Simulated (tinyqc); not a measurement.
Beam energy: resolution against speed: sputter depth profiling of a dopant layer: erosion rate, quantification and the mixing-roughness response. Computed by tinyqc, a small Python program. Command: `OMP_NUM_THREADS=1 python tinyqc.py 3014347 3014348 out.jsonl sims walk`. One thread of a shared host (Intel(R) Xeon(R) Processor @ 2.30GHz), about 0.07 s of CPU time with the checks.

A rastered ion beam erodes silicon (49.94 atoms per nm^3). The measured profile is the true one convolved with a depth response.

Inputs (values chosen for the exercise, modelled on a dopant in silicon under an oxygen or caesium beam): beam energy E = 0.39 keV; beam current = 51 nA; raster side = 200 um; sputter yield at 1 keV = 1.1; mixing length at 1 keV = 2.1 nm; roughness sigma = 1.1 nm; depth of the top edge z0 = 24 nm; box width b = 4.9 nm; box concentration C = 5.3e+19 1/cm^3; relative sensitivity factor RSF = 1e+21 1/cm^3; matrix count rate = 350000 1/s; background count rate = 3.2 1/s; counting time per point = 0.5 s; level that defines the junction C_B = 4e+16 1/cm^3.

True profile: box.

Constants: e = 1.602176634e-19 C.

Method:
- Scaling chosen for the exercise: yield Y = Y1 E^0.5, mixing length w = w1 E^0.5 (E in keV).
- Erosion rate = Y I/(e x raster^2 x density); depth step = rate x counting time; concentration = RSF x counts/matrix counts; detection limit = RSF x 3 sqrt(background x time)/(matrix rate x time).
- Mixing alone turns a layer at z0 into (1/w) exp(-(z - z0 + w)/w) for z > z0 - w; roughness adds a Gaussian of width sigma. With x = z - z0 + w: g(x) = (1/(2w)) exp(sigma^2/(2 w^2) - x/w) erfc((sigma/w - x/sigma)/sqrt2), and its integral G(x) = (1/2) erfc(-x/(sigma sqrt2)) - w g(x). Measured: C [G(x) - G(x - b)].
- Width = full width at half maximum; the apparent junction is the deep point where the profile falls to C_B; time to profile to twice z0 = 2 z0/erosion rate, at fixed current.

erosion rate = 0.109465 nm/s

Measured values:
```
E (keV)  w (nm)  peak (1/cm^3)  width (nm)  apparent junction (nm)  time (min)
0.15     0.8133     4.9260e+19      5.1233                  34.676      11.784
0.25     1.0500     4.7902e+19      5.2167                  35.965       9.128
0.50     1.4849     4.5186e+19      5.4179                  38.442       6.454
1.00     2.1000     4.1388e+19      5.7430                  41.971       4.564
2.00     2.9698     3.6646e+19      6.2540                  46.851       3.227
4.00     4.2000     3.1320e+19      7.0434                  53.472       2.282
8.00     5.9397     2.5870e+19      8.2280                  62.338       1.614
```

From the highest to the lowest energy the width goes from 8.23 to 5.12 nm, towards the floor set by roughness and the box width 4.9 nm, and the junction error from 33.4 to 5.78 nm, at 7.3 times the time. Extrapolating the tail slope to zero energy separates mixing from real diffusion. Caution: the surface transient, segregation under the beam and the growth of roughness with depth are left out, and real yields fall faster near the sputter threshold.

Extremes, crossings and ranges named in words are read from the listed rows.
